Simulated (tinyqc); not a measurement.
Pariser-Parr-Pople SCF with singles CI, for the molecule c1cnc2[nH]nnc2n1 (SMILES; centres numbered as the heavy atoms are written), step by step. One step of it, computed by the program tinyqc.

Task: PPP integrals. Mataga-Nishimoto: gamma = 14.399645/(R + a), a = 2 x 14.399645/(gamma_rr + gamma_ss); H_rr = -W_r - sum_(s != r) z_s gamma_rs; H_rs = beta for bonds.

Centres (angstrom, eV; a flat drawing with bonds scaled to 1.40 angstrom):
```
centre          x          y  core charge z          W   gamma_rr
1C       2.152000  -0.700000              1  10.590000  10.170000
2C       2.152000   0.700000              1  10.590000  10.170000
3N       0.939000   1.400000              1  13.880000  11.070000
4C      -0.273000   0.700000              1  10.590000  10.170000
5N      -1.605000   1.133000              2  22.490000  18.980000
6N      -2.427000   0.000000              1  13.880000  11.070000
7N      -1.605000  -1.133000              1  13.880000  11.070000
8C      -0.273000  -0.700000              1  10.590000  10.170000
9N       0.939000  -1.400000              1  13.880000  11.070000
```

Resonance integrals (eV):
```
i  j       beta
1  2  -2.390000
2  3  -2.350000
3  4  -2.350000
4  5  -2.300000
5  6  -2.300000
6  7  -2.350000
7  8  -2.350000
8  9  -2.350000
9  1  -2.350000
8  4  -2.390000
```

Give: repulsion gamma_rs; core matrix H.

Result:

repulsion gamma_rs (eV):
```
         1C       2C       3N       4C       5N       6N       7N       8C
1C  10.1700   5.1137   3.8084   3.4155   2.7862   2.4047   2.8027   3.7490
2C   5.1137  10.1700   5.2241   3.7490   3.0189   2.4047   2.6010   3.4155
3N   3.8084   5.2241  11.0700   5.2257   4.0951   2.9112   2.9442   3.8089
4C   3.4155   3.7490   5.2257  10.1700   6.0285   3.9769   3.9759   5.1137
5N   2.7862   3.0189   4.0951   6.0285  18.9800   6.1063   4.4659   4.4254
6N   2.4047   2.4047   2.9112   3.9769   6.1063  11.0700   5.3321   3.9769
7N   2.8027   2.6010   2.9442   3.9759   4.4659   5.3321  11.0700   5.2239
8C   3.7490   3.4155   3.8089   5.1137   4.4254   3.9769   5.2239  10.1700
9N   5.2241   3.8084   3.5114   3.8089   3.1659   2.9112   3.7317   5.2257

         9N
1C   5.2241
2C   3.8084
3N   3.5114
4C   3.8089
5N   3.1659
6N   2.9112
7N   3.7317
8C   5.2257
9N  11.0700
```

core matrix H (eV):
```
          1C        2C        3N        4C        5N        6N        7N        8C
1C  -42.6804   -2.3900    0.0000    0.0000    0.0000    0.0000    0.0000    0.0000
2C   -2.3900  -42.9442   -2.3500    0.0000    0.0000    0.0000    0.0000    0.0000
3N    0.0000   -2.3500  -49.5041   -2.3500    0.0000    0.0000    0.0000    0.0000
4C    0.0000    0.0000   -2.3500  -51.9127   -2.3000    0.0000    0.0000   -2.3900
5N    0.0000    0.0000    0.0000   -2.3000  -56.5822   -2.3000    0.0000    0.0000
6N    0.0000    0.0000    0.0000    0.0000   -2.3000  -50.0104   -2.3500    0.0000
7N    0.0000    0.0000    0.0000    0.0000    0.0000   -2.3500  -49.4232   -2.3500
8C    0.0000    0.0000    0.0000   -2.3900    0.0000    0.0000   -2.3500  -49.9545
9N   -2.3500    0.0000    0.0000    0.0000    0.0000    0.0000    0.0000   -2.3500

          9N
1C   -2.3500
2C    0.0000
3N    0.0000
4C    0.0000
5N    0.0000
6N    0.0000
7N    0.0000
8C   -2.3500
9N  -48.4332
```
